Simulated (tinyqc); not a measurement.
Bethe-Salpeter matrix of a two-band chain (Tamm-Dancoff form): one step. Exciton levels and strengths. Four cases, with inputs chosen for the exercise.

Task: Diagonalise. For the lowest state give the amplitudes A_k (norm 1, largest positive) and f = (sum_k A_k)^2/Nk, Nk the size of the matrix.

Give: levels; amplitudes of the lowest state; f of the lowest state.

Case 1.

Values chosen: Eg = 4.6 eV (quasiparticle gap).

H (eV), rows j0, j1, j2, j3, j4, j5, j6, j7, j8, j9 and columns alike:
```
[[4.091467, -0.229022, -0.100680, -0.052745, -0.020554, -0.015467, -0.020554, -0.052745, -0.100680, -0.229022],
 [-0.229022, 4.519269, -0.229022, -0.100680, -0.052745, -0.020554, -0.015467, -0.020554, -0.052745, -0.100680],
 [-0.100680, -0.229022, 5.639269, -0.229022, -0.100680, -0.052745, -0.020554, -0.015467, -0.020554, -0.052745],
 [-0.052745, -0.100680, -0.229022, 7.023665, -0.229022, -0.100680, -0.052745, -0.020554, -0.015467, -0.020554],
 [-0.020554, -0.052745, -0.100680, -0.229022, 8.143665, -0.229022, -0.100680, -0.052745, -0.020554, -0.015467],
 [-0.015467, -0.020554, -0.052745, -0.100680, -0.229022, 8.571467, -0.229022, -0.100680, -0.052745, -0.020554],
 [-0.020554, -0.015467, -0.020554, -0.052745, -0.100680, -0.229022, 8.143665, -0.229022, -0.100680, -0.052745],
 [-0.052745, -0.020554, -0.015467, -0.020554, -0.052745, -0.100680, -0.229022, 7.023665, -0.229022, -0.100680],
 [-0.100680, -0.052745, -0.020554, -0.015467, -0.020554, -0.052745, -0.100680, -0.229022, 5.639269, -0.229022],
 [-0.229022, -0.100680, -0.052745, -0.020554, -0.015467, -0.020554, -0.052745, -0.100680, -0.229022, 4.519269]]
```

Result:

levels (eV): [3.8389, 4.5846, 4.5884, 5.6398, 5.6573, 6.9619, 7.0557, 7.9919, 8.2708, 8.7253]

amplitudes of the lowest state: j0 0.817, j1 0.389, j2 0.115, j3 0.039, j4 0.017, j5 0.012, j6 0.017, j7 0.039, j8 0.115, j9 0.389

f of the lowest state = 0.380

The lowest state lies 0.7611 eV below the gap Eg = 4.6 eV and holds 38 % of the strength, against 10 % for one free pair. On a fine mesh the triplet and singlet bindings are 0.8653 and 0.7572 eV.

Case 2.

Values chosen: Eg = 3 eV (quasiparticle gap).

H (eV), rows j0, j1, j2, j3, j4, j5, j6, j7, j8 and columns alike:
```
[[2.617222, -0.176051, -0.084517, -0.050278, -0.032765, -0.032765, -0.050278, -0.084517, -0.176051],
 [-0.176051, 2.902648, -0.176051, -0.084517, -0.050278, -0.032765, -0.032765, -0.050278, -0.084517],
 [-0.084517, -0.176051, 3.625371, -0.176051, -0.084517, -0.050278, -0.032765, -0.032765, -0.050278],
 [-0.050278, -0.084517, -0.176051, 4.447222, -0.176051, -0.084517, -0.050278, -0.032765, -0.032765],
 [-0.032765, -0.050278, -0.084517, -0.176051, 4.983647, -0.176051, -0.084517, -0.050278, -0.032765],
 [-0.032765, -0.032765, -0.050278, -0.084517, -0.176051, 4.983647, -0.176051, -0.084517, -0.050278],
 [-0.050278, -0.032765, -0.032765, -0.050278, -0.084517, -0.176051, 4.447222, -0.176051, -0.084517],
 [-0.084517, -0.050278, -0.032765, -0.032765, -0.050278, -0.084517, -0.176051, 3.625371, -0.176051],
 [-0.176051, -0.084517, -0.050278, -0.032765, -0.032765, -0.050278, -0.084517, -0.176051, 2.902648]]
```

Result:

levels (eV): [2.3842, 2.9585, 2.9601, 3.6007, 3.6591, 4.3542, 4.5109, 4.9349, 5.1723]

amplitudes of the lowest state: j0 0.774, j1 0.416, j2 0.148, j3 0.064, j4 0.040, j5 0.040, j6 0.064, j7 0.148, j8 0.416

f of the lowest state = 0.494

The lowest state lies 0.6158 eV below the gap Eg = 3 eV and holds 49 % of the strength, against 11 % for one free pair. On a fine mesh the triplet and singlet bindings are 0.8694 and 0.6143 eV.

Case 3.

Values chosen: Eg = 2.3 eV (quasiparticle gap).

H (eV), rows j0, j1, j2, j3, j4, j5 and columns alike:
```
[[2.175000, -0.125000, -0.125000, -0.125000, -0.125000, -0.125000],
 [-0.125000, 3.435000, -0.125000, -0.125000, -0.125000, -0.125000],
 [-0.125000, -0.125000, 5.955000, -0.125000, -0.125000, -0.125000],
 [-0.125000, -0.125000, -0.125000, 7.215000, -0.125000, -0.125000],
 [-0.125000, -0.125000, -0.125000, -0.125000, 5.955000, -0.125000],
 [-0.125000, -0.125000, -0.125000, -0.125000, -0.125000, 3.435000]]
```

Result:

levels (eV): [2.1306, 3.3106, 3.5600, 5.8444, 6.0800, 7.2444]

amplitudes of the lowest state: j0 0.984, j1 0.117, j2 0.042, j3 0.032, j4 0.042, j5 0.117

f of the lowest state = 0.296

The lowest state lies 0.1694 eV below the gap Eg = 2.3 eV and holds 30 % of the strength, against 17 % for one free pair. On a fine mesh the triplet and singlet bindings are 0.5142 and 0.1092 eV.

Case 4.

Values chosen: Eg = 4.1 eV (quasiparticle gap).

H (eV), rows j0, j1, j2, j3, j4, j5, j6, j7, j8, j9 and columns alike:
```
[[4.038500, -0.012748, 0.009637, 0.017998, 0.023613, 0.024500, 0.023613, 0.017998, 0.009637, -0.012748],
 [-0.012748, 4.489220, -0.012748, 0.009637, 0.017998, 0.023613, 0.024500, 0.023613, 0.017998, 0.009637],
 [0.009637, -0.012748, 5.669220, -0.012748, 0.009637, 0.017998, 0.023613, 0.024500, 0.023613, 0.017998],
 [0.017998, 0.009637, -0.012748, 7.127780, -0.012748, 0.009637, 0.017998, 0.023613, 0.024500, 0.023613],
 [0.023613, 0.017998, 0.009637, -0.012748, 8.307780, -0.012748, 0.009637, 0.017998, 0.023613, 0.024500],
 [0.024500, 0.023613, 0.017998, 0.009637, -0.012748, 8.758500, -0.012748, 0.009637, 0.017998, 0.023613],
 [0.023613, 0.024500, 0.023613, 0.017998, 0.009637, -0.012748, 8.307780, -0.012748, 0.009637, 0.017998],
 [0.017998, 0.023613, 0.024500, 0.023613, 0.017998, 0.009637, -0.012748, 7.127780, -0.012748, 0.009637],
 [0.009637, 0.017998, 0.023613, 0.024500, 0.023613, 0.017998, 0.009637, -0.012748, 5.669220, -0.012748],
 [-0.012748, 0.009637, 0.017998, 0.023613, 0.024500, 0.023613, 0.017998, 0.009637, -0.012748, 4.489220]]
```

Result:

levels (eV): [4.0370, 4.4787, 4.4985, 5.6454, 5.6922, 7.1044, 7.1519, 8.2990, 8.3179, 8.7599]

amplitudes of the lowest state: j0 0.999, j1 0.029, j2 -0.006, j3 -0.006, j4 -0.006, j5 -0.005, j6 -0.006, j7 -0.006, j8 -0.006, j9 0.029

f of the lowest state = 0.103

The lowest state lies 0.0630 eV below the gap Eg = 4.1 eV and holds 10 % of the strength, against 10 % for one free pair. On a fine mesh the triplet and singlet bindings are 0.1011 and 0.0407 eV.

Computed by tinyqc, one run a case: `OMP_NUM_THREADS=1 python tinyqc.py N N+1 out.jsonl` with N = 1251645, 1252139, 1252345, 1281175; one thread of a shared Intel(R) Xeon(R) Processor @ 2.30GHz, about 0.1 s a run at most.
